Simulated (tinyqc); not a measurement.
Worked calculation: strained quantum well: band edges, subbands and transparency. Values are carried at full precision from step to step, so a last printed digit may differ when a step is redone from the rounded ones.

Growth on (001), barriers unstrained: tr(e) = e (2 - nu2), Z = b e (1 + nu2); Ec = Ev + Eg + ac tr(e), E_HH = Ev + av tr(e) + Z, E_LH = Ev + av tr(e) - Z (coupling to the split-off band left out).

Constants: hbar^2/2m0 = 3.80998211 eV angstrom^2; hc = 1239.841984 eV nm; kB = 8.617333262e-05 eV/K.

Inputs chosen for the exercise (near those of an InGaAs/InP well; the results hold for these values, not for the real material): e = -0.0092 (strain in the plane); nu2 = 1.02 (2 C12/C11); Eg = 0.583 eV (unstrained gap of the well); Ev = -0.575 eV (its valence edge); ac = -5.77 eV; av = 1.05 eV (Ev moves by av tr(e)); b = -1.87 eV (shear potential); Egb = 1.345 eV (gap of the barrier); Evb = -0.94 eV (its valence edge); L = 62 angstrom (well width); me = 0.0375 m0 (electron mass); g1 = 15.7 (gamma1); g2 = 6.37 (gamma2); meb = 0.08 m0; g1b = 5.08; g2b = 1.6; T = 300 K (temperature); Br = 2.5 x 1e-4 cm^2/s (two-dimensional radiative coefficient).

## Strained band edges and offsets

Give tr(e), Z, the edges Ec, E_HH, E_LH and the well depths against the barrier.

tr(e) = -0.00902
Z = 0.0348 eV

Ec, E_HH, E_LH (eV): [0.0600, -0.5497, -0.6192]

depths for e, HH, LH (eV): [0.3450, 0.3903, 0.3208]

The well is under compression, which puts HH on top, by 70 meV; the gap becomes 0.6097 eV, +27 meV from the unstrained one.

## Subband edges

Masses along z: me, 1/(g1 - 2 g2) for HH, 1/(g1 + 2 g2) for LH, likewise in the barrier; in the plane me, 1/(g1 + g2) for HH and 1/(g1 - g2) for LH (no mixing, which understates the hole masses away from k = 0). Level n solves k L + 2 atan[(k/m)/(kappa/mb)] = n pi, k = sqrt(m E/c), kappa = sqrt(mb (V - E)/c), c = hbar^2/2m0.

Up to three electron, four HH and two LH levels, on the common energy scale, with their masses in the plane.

Subbands:
```
level   E (eV)  m in the plane
e1      0.1427          0.0375
e2      0.3830          0.0375
hh1    -0.5693          0.0453
hh2    -0.6279          0.0453
lh1    -0.6900          0.1072
hh3    -0.7250          0.0453
hh4    -0.8559          0.0453
lh2    -0.9309          0.1072
```

lowest transition = 0.7119 eV
wavelength hc/E = 1741.6 nm

The top hole level is hh1, so the edge is mainly TE polarised; hh2 lies 59 meV lower.

## Transparency density

Transparency (Bernard-Duraffourg): Fc - Fv equals the lowest transition energy with n = p, n = sum m/(2 pi c) kB T ln(1 + exp((Fc - E)/kB T)) and p likewise over the listed subbands; c = hbar^2/2m0, 1/angstrom^2 = 1e16/cm^2.

Solve for u = (Fc - e1)/kB T; give n_tr, the share of holes in the top subband and the current e Br n_tr^2 (e = 1.602177e-19 C).

u = 0.239
n_tr = 0.332 x 1e12/cm^2
share = 0.856
current density = 4.4 A/cm^2

For mirror-image bands u = 0 and n_tr = me kB T ln2/(2 pi c) = 0.281 x 1e12/cm^2; the heavier or more numerous hole states raise it by a factor 1.18.

## Checks

- Transparency for equal single subbands against m kB T ln2/(2 pi c): both 0.3743.

(tinyqc, `OMP_NUM_THREADS=1 python tinyqc.py 1251184 1251185 out.jsonl`, Intel(R) Xeon(R) Processor @ 2.30GHz, 1 thread, shared host, about 0.01 s.)
